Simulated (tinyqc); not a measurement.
# Inputs raised by 5 %, one at a time

Model: Deal-Grove kinetics of thermal oxidation of silicon. Computed by tinyqc, a small Python program. Command: `OMP_NUM_THREADS=1 python tinyqc.py 3017282 3017283 out.jsonl oxide sens`. One thread of a shared host (Intel(R) Xeon(R) Processor @ 2.30GHz), about 0.1 s of CPU time with the checks.

Oxidant diffuses through the oxide and reacts at the interface, so that dx/dt = B/(A + 2x) for the oxide thickness x.

Inputs (values chosen for the exercise, close to those used for silicon):
```
quantity                       value    unit
prefactor B0                     825  um^2/h
activation energy E_B           1.23      eV
prefactor (B/A)0            3.94e+06    um/h
activation energy E_A           2.01      eV
temperature T                   1075       C
oxidant pressure p               0.5     atm
pressure exponent m of B/A       0.7       -
initial oxide x_i                0.1      um
time t                          0.88       h
temperature of step 2, T2       1100       C
time of step 2, t2              0.69       h
```

Ambient: dry oxygen. Surface: (100). Extension: second step.

Constants: k_B = 8.617333262e-05 eV/K.

Method:
- B = B0 p exp(-E_B/(k_B T)), B/A = (B/A)0 p^m exp(-E_A/(k_B T)), p in atm; A = B/(B/A).
- Temperatures in kelvin are T(C) + 273.15.
- tau = (x_i^2 + A x_i)/B and x = (A/2) [sqrt(1 + 4 B (t + tau)/A^2) - 1], the root of x^2 + A x = B (t + tau).
- Silicon consumed is 0.44 times the oxide grown; the rate is B/(A + 2x).
- Step 2 starts from the thickness x of step 1, with B and A at T2: tau2 = (x^2 + A2 x)/B2 and x2 = (A2/2) [sqrt(1 + 4 B2 (t2 + tau2)/A2^2) - 1].

Runs:
```
input moved                    from       to  oxide thickness x (um)  length A (um)  tau (h)  thickness after both steps x2 (um)
base run                          -        -                  0.1251         0.1401    2.307                              0.1471
prefactor B0 (um^2/h)           825   866.25                  0.1258         0.1471    2.262                              0.1484
activation energy E_B (eV)     1.23   1.2915                  0.1180         0.0825    2.978                              0.1339
prefactor (B/A)0 (um/h)     3940000  4137000                  0.1255         0.1335    2.243                              0.1478
activation energy E_A (eV)     2.01   2.1105                  0.1167         0.3328    4.159                              0.1328
initial oxide x_i (um)          0.1    0.105                  0.1294         0.1401    2.473                              0.1510
time t (h)                     0.88    0.924                  0.1262         0.1401    2.307                              0.1481
```

Exponents ln(y'/y) / ln(x'/x):
```
input                  oxide thickness x  length A     tau  thickness after both steps x2
prefactor B0                       0.116     1.000  -0.411                          0.186
activation energy E_B             -1.202   -10.850   5.229                         -1.928
prefactor (B/A)0                   0.071    -1.000  -0.578                          0.098
activation energy E_A             -1.427    17.731  12.076                         -2.089
initial oxide x_i                  0.704     0.000   1.422                          0.539
time t                             0.191     0.000   0.000                          0.145
```

Which inputs matter most for each result?

Among the inputs moved here: oxide thickness x answers most in size to activation energy E_A (exponent -1.427), next to activation energy E_B (-1.202). Length A answers most in size to activation energy E_A (exponent +17.731), next to activation energy E_B (-10.850); its exponent is below 0.0005 for initial oxide x_i, time t. Its exponent +1.000 in prefactor B0: A = B/(B/A). Its exponent -1.000 in prefactor (B/A)0: A = B/(B/A). tau answers most in size to activation energy E_A (exponent +12.076), next to activation energy E_B (+5.229); its exponent is below 0.0005 for time t. Thickness after both steps x2 answers most in size to activation energy E_A (exponent -2.089), next to activation energy E_B (-1.928).
